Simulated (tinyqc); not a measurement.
Comparisons within one model: core-shell quantum dot (spherical envelope functions). A value that a table varies takes the place of the one given here.

Parabolic bands; strain and other valleys are left out. s states, u = r psi, hard wall at R + H, c = hbar^2/2m0, energies from the band edges of the core. Core: u = sin(k1 r)/k1, k1 = sqrt(m1 E/c). At R, psi and psi'/m are continuous, so u is continuous and its slope in the shell is s = u/R + (m2/m1)(u' - u/R). Shell: u(R + x) = u(R) cos(k2 x) + s sin(k2 x)/k2, k2 = sqrt(m2 (E - V)/c); for negative arguments the functions turn into sinh and cosh. A level has u(R + H) = 0.

Overlap = (integral of u_e u_h)^2 with normalised u. Coulomb integrals J_ab = (q/eps) double integral of u_a(r)^2 u_b(s)^2/max(r, s), q = e^2/(4 pi eps0), one eps everywhere. Exciton E = Eg + E_e + E_h - J_eh; first-order biexciton shift J_ee + J_hh - 2 J_eh (positive: repulsive).

Constants: hbar^2/2m0 = 3.80998211 eV angstrom^2; e^2/(4 pi eps0) = 14.39964547 eV angstrom; hc = 1239.841984 eV nm.

Inputs chosen for the exercise (near those of a ZnSe/CdS core-shell dot; the results hold for these values, not for the real material):
```
symbol  value                       unit      meaning
R       19                          angstrom  core radius
Vc      -0.751                      eV        conduction edge of the shell above that of the core
Vv      0.536                       eV        hole barrier of the shell
me1     0.166                       m0        electron, core
me2     0.21                        m0        electron, shell
mh1     0.596                       m0        hole, core
mh2     0.827                       m0        hole, shell
Eg      2.722                       eV        gap of the core
eps     6.2                                   dielectric constant
Hs      (3, 9, 13, 18, 26, 42, 54)  angstrom  shell thicknesses
H       10                          angstrom  shell thickness
```

## Growing the shell

All quantities anew for each H.

Results:
```
H (angstrom),E_e (eV),E_h (eV),electron in core,overlap,J_eh (meV),E (eV),biexciton shift (meV)
3,0.4134,0.1275,0.971,0.995,182.8,3.080,0.3
9,-0.0024,0.1160,0.536,0.623,133.8,2.702,27.1
13,-0.2363,0.1157,0.265,0.333,112.9,2.489,50.2
18,-0.4187,0.1157,0.120,0.164,97.9,2.321,67.4
26,-0.5639,0.1157,0.045,0.067,83.3,2.191,83.3
42,-0.6691,0.1157,0.012,0.019,65.8,2.103,101.8
54,-0.6991,0.1157,0.006,0.010,57.2,2.081,111.0
```

The line moves by -999 meV: the electron gives -1112, the hole -12 and the weaker attraction +126 meV. Over the last step E_e moves by -29.9 meV and E_h by 0.0 meV; the electron level lies above the shell edge Vc, so at this thickness it still spreads with the shell; whether a thicker shell brings it below Vc depends on whether the core binds a level at all. The overlap goes from 0.995 to 0.010, which scales the radiative lifetime by 103.4 if the rate is proportional to it. Up to H = 3 angstrom E_e exceeds 0.15 Eg, where a parabolic band overstates it. In the thickest shell the electron is spread so far that the attraction of the hole, taken to first order here, would pull it back and raise the overlap.

## What each parameter does

All quantities anew. Each row changes one parameter from the base and keeps the others.

Results:
```
case,E (eV),overlap,electron in core,biexciton shift (meV)
base,2.642,0.536,0.451,33.8
R = 22 angstrom,2.627,0.507,0.476,31.6
H = 15 angstrom,2.410,0.247,0.190,58.2
Vc = -0.651 eV,2.692,0.584,0.493,30.0
Vv = 0.402 eV,2.636,0.583,0.451,29.9
me2 = 0.263 m0,2.573,0.469,0.392,39.0
mh1 = 0.477 m0,2.658,0.582,0.451,28.6
eps = 7.1,2.658,0.536,0.451,29.5
```

The largest shifts from the base row, up to three for each result and ties (the steps differ in size, so this ranks the rows, not the parameters). E (eV): H -0.232, me2 -0.069, Vc +0.050. overlap: H -0.289, me2 -0.067, Vc +0.048; unchanged at the printed digits by eps. electron in core: H -0.262, me2 -0.060, Vc +0.042; unchanged at the printed digits by Vv, mh1 and eps. biexciton shift (meV): H +24.4, me2 +5.2, mh1 -5.2.

(tinyqc, `OMP_NUM_THREADS=1 python tinyqc.py 1250057 1250058 out.jsonl`, Intel(R) Xeon(R) Processor @ 2.30GHz, 1 thread, shared host, about 0.05 s.)
